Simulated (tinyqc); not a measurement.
Energies of the polytypes: polytypes and stacking faults of a tetrahedral semiconductor in an axial Ising model with couplings up to third neighbours. Computed by tinyqc, a small Python program. Command: `OMP_NUM_THREADS=1 python tinyqc.py 3021673 3021674 out.jsonl polytype walk`. One thread of a shared host (Intel(R) Xeon(R) Processor @ 2.30GHz), about 0.01 s of CPU time with the checks.

Each double layer has s = +1 or -1 for the sense of its stacking step; E per pair of atoms = E0 - sum_n J_n <s_i s_(i+n)>, n = 1, 2, 3. Hexagonality h = (1 - <s_i s_(i+1)>)/2.

Inputs (values chosen for the exercise, for a model crystal):

| quantity | value | unit |
|---|---|---|
| J1 | -6.3 | meV/pair |
| J2 | -0.286 | meV/pair |
| J3 | 0.058 | meV/pair |
| gap of 3C | 3.3 | eV |
| gap of 4H | 3.4 | eV |

Method. E - E(3C) = sum_n J_n (1 - C_n), C_n = <s_i s_(i+n)>. The gap is taken linear in h between 3C (h = 0) and 4H (h = 1/2), a rough rule, with a dash beyond.

correlations of the repeat units 3C (+), 2H (+-), 4H (++--), 6H (+++---), 15R (+++--), 8H (++++----), 21R (++++---), 9R (++-):
```
        n = 1     n = 2     n = 3
3C    1.00000   1.00000   1.00000
2H   -1.00000   1.00000  -1.00000
4H    0.00000  -1.00000   0.00000
6H    0.33333  -0.33333  -1.00000
15R   0.20000  -0.60000  -0.60000
8H    0.50000   0.00000  -0.50000
21R   0.42857  -0.14286  -0.71429
9R   -0.33333  -0.33333   1.00000
```

Polytypes:

| polytype | h | E - E(3C) (meV/pair) | gap by the linear rule (eV) |
|---|---|---|---|
| 3C | 0.0000 | 0.000 | 3.3000 |
| 2H | 1.0000 | -12.484 | - |
| 4H | 0.5000 | -6.814 | 3.4000 |
| 6H | 0.3333 | -4.465 | 3.3667 |
| 15R | 0.4000 | -5.405 | 3.3800 |
| 8H | 0.2500 | -3.349 | 3.3500 |
| 21R | 0.2857 | -3.827 | 3.3571 |
| 9R | 0.6667 | -8.781 | - |

E(2H) - E(3C) = -12.484 meV/pair

E(4H) - E(3C) = -6.814 meV/pair

E(6H) - E(3C) = -4.4653 meV/pair

What follows from these numbers?

The lowest is 2H, 3.703 meV/pair below 9R. J1/|J2| = -22.03: for J3 = 0 and J2 < 0 the ground state is 2H below -2, 4H between -2 and 2, and 3C above 2; at 2 itself all periods with bands of two or more layers are degenerate.

Extremes, crossings and ranges named in words are read from the listed rows.
